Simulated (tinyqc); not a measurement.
# From one set of inputs to another, one input at a time

Model: cluster expansion of a binary alloy: correlations, fit, cross-validation and ground states. Computed by tinyqc, a small Python program. Command: `OMP_NUM_THREADS=1 python tinyqc.py 3005973 3005974 out.jsonl clex ladder`. One thread of a shared host (Intel(R) Xeon(R) Processor @ 2.30GHz), about 0.1 s of CPU time with the checks.

s = +1 for A and -1 for B. Energy per site E = J0 + J1 P(point) + sum over clusters of m V P, with P the mean product of spins; V > 0 on a pair favours unlike neighbours. Clusters per site m: pair 1 2, pair 2 2, pair 3 2, triplet 4; the triplet is two first-neighbour bonds at a right angle. Formation energies are counted from the line between pure A and pure B, which removes J0 and J1.

The inputs printed are set A. Inputs not listed in the table keep their values of set A, so the rows need not describe a real material.

Inputs (values chosen for the exercise, for a model alloy):
```
quantity                    value      unit
first-pair interaction V1    28.4       meV
second-pair interaction V2     13       meV
third-pair interaction V3     2.9       meV
triplet interaction Vt      -0.29       meV
noise amplitude                14  meV/site
temperature T                2700         K
fraction x of B              0.71         -
```

Lattice: square.

correlations P, counted on periodic cells:
```
                       point     pair 1     pair 2     pair 3    triplet
A                   1.000000   1.000000   1.000000   1.000000   1.000000
A3B p(2x2)          0.500000   0.000000   0.000000   1.000000  -0.500000
A3B c(4x2)          0.500000   0.000000   0.000000   0.500000  -0.500000
A2B diagonal rows   0.333333  -0.333333   0.333333  -0.333333  -0.333333
A2B rows            0.333333   0.333333  -0.333333   0.333333   0.333333
AB c(2x2)           0.000000  -1.000000   1.000000   1.000000   0.000000
AB p(2x1)           0.000000   0.000000  -1.000000   1.000000   0.000000
A2B2 rows           0.000000   0.500000   0.000000   0.000000   0.000000
AB2 diagonal rows  -0.333333  -0.333333   0.333333  -0.333333   0.333333
AB2 rows           -0.333333   0.333333  -0.333333   0.333333  -0.333333
AB3 p(2x2)         -0.500000   0.000000   0.000000   1.000000   0.500000
AB3 c(4x2)         -0.500000   0.000000   0.000000   0.500000   0.500000
B                  -1.000000   1.000000   1.000000   1.000000  -1.000000
```

standard normal numbers for the noise (0 for the pure ends): A 0.000, A3B p(2x2) 1.547, A3B c(4x2) -0.385, A2B diagonal rows -0.311, A2B rows 0.148, AB c(2x2) -0.041, AB p(2x1) -1.071, A2B2 rows -0.145, AB2 diagonal rows -1.481, AB2 rows 0.221, AB3 p(2x2) 0.159, AB3 c(4x2) 0.497, B 0.000

Constants: k_B = 8.617333262e-05 eV/K.

Method:
- Design matrix of formation energies: m (P - 1) for pairs and m (P(triplet) - P(point)) for the triplet; x = (1 - P(point))/2.
- Exact: X V with V = (V1, V2, V3, Vt). The data to fit add the noise amplitude times the normal numbers, standing for what the clusters leave out.
- Leave out pair 3: A = X^T X and b = X^T E (E being the data with noise) over these three columns; solve A V = b. The root-mean-square error runs over the structures between the pure ends.
- Height above the hull = E less the lowest straight line between two structures that bracket x (or the lowest structure at the same x). The three-term fit is X V with the fitted values.
- Random alloy: P(pair) = p^2, P(triplet) = p^3, p = 1 - 2x, so H_mix = (p^2 - 1) sum m V(pairs) + (p^3 - p) m Vt; G_mix = H_mix + k_B T [x ln x + (1 - x) ln(1 - x)]. To first order in 1/T the Warren-Cowley parameter of shell 1 is alpha_1 = -(1 - p^2) V_eff/(k_B T), V_eff = V1 + (number of triplets on a first-neighbour bond) p Vt, that number being 4.

Each row keeps all changes above it; columns: (1) input moved; (2) from; (3) to; (4) mixing free energy G_mix (meV/site); (5) root-mean-square error of the three-cluster fit (meV/site); (6) lowest exact formation energy (meV/site):
```
(1)                                 (2)    (3)      (4)     (5)     (6)
set A                                 -      -  -213.47  11.678  -113.6
first-pair interaction V1 (meV)    28.4   11.3  -185.31  11.678   -74.6
third-pair interaction V3 (meV)     2.9  -0.22  -180.17  10.109   -74.6
noise amplitude (meV/site)           14    3.5  -180.17   2.472   -74.6
triplet interaction Vt (meV)      -0.29    2.8  -175.89   2.472   -74.6
temperature T (K)                  2700    600   -66.92   2.472   -74.6
fraction x of B                    0.71   0.89   -33.35   2.472   -74.6
second-pair interaction V2 (meV)     13    2.1   -24.82   2.472   -45.2
```

Mixing free energy G_mix goes from -213 to -24.8, +189 in all. The largest single move comes from temperature T (+109). Root-mean-square error of the three-cluster fit goes from 11.7 to 2.47, a factor 0.212 in all. The largest single move comes from noise amplitude (a factor 0.245). Lowest exact formation energy goes from -114 to -45.2, +68.4 in all. The largest single move comes from first-pair interaction V1 (+39). The single moves hold for this order of the switches; the total does not depend on the order.

Extremes, crossings and ranges named in words are read from the listed rows.
